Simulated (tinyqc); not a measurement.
Energy and delay of logic against supply voltage: one step of the calculation.

One expression serves below and above threshold: I(Vg) = Ik [ln(1 + exp((Vg - VT + dd V)/(al nf Vt)))]^al, with I_on = I(V) and I_off = I(0). Gate delay td = kd C V/I_on, clock period LD td. Per gate and cycle the switching energy is act C V^2 and the leakage energy I_off V LD td. No short-circuit current, no variation. Minima are sought above 0.09 V; below a few Vt gates no longer switch and the model has no meaning.

Question. New V. Minimum-energy supply: E(V) is the energy per gate and cycle; with h = 0.001 V, E' = (E(V + h) - E(V - h))/(2 h), E'' = (E(V - h) - 2 E(V) + E(V + h))/h^2, V(new) = V - E'/E''.

Values chosen for this exercise; values of the order met in logic technologies: temperature T = 330 K; threshold voltage at zero drain bias VT = 0.45 V; slope factor nf = 1.08; barrier lowering per volt of supply dd = 0.06; specific current of a gate Ik = 1.8 uA; exponent of the current law al = 1.58; load capacitance of a gate C = 2.8 fF; delay factor kd = 1; logic depth LD = 60; activity factor act = 0.05.

Constants: q = 1.602176634e-19 C, kB = 1.380649e-23 J/K, Vt = kB T/q. Results are converted to the units shown.

V at the start = 0.32 V

Wanted: E'; E''; V after iteration 1.

Answer.

E' = 75.903 aJ/V
E'' = 625.43 aJ/V^2
V after iteration 1 = 0.19864 V

Program tinyqc, `OMP_NUM_THREADS=1 python tinyqc.py 2082197 2082198 out.jsonl`; Intel Xeon 2.30GHz, shared host, one thread, about 0.01 s.
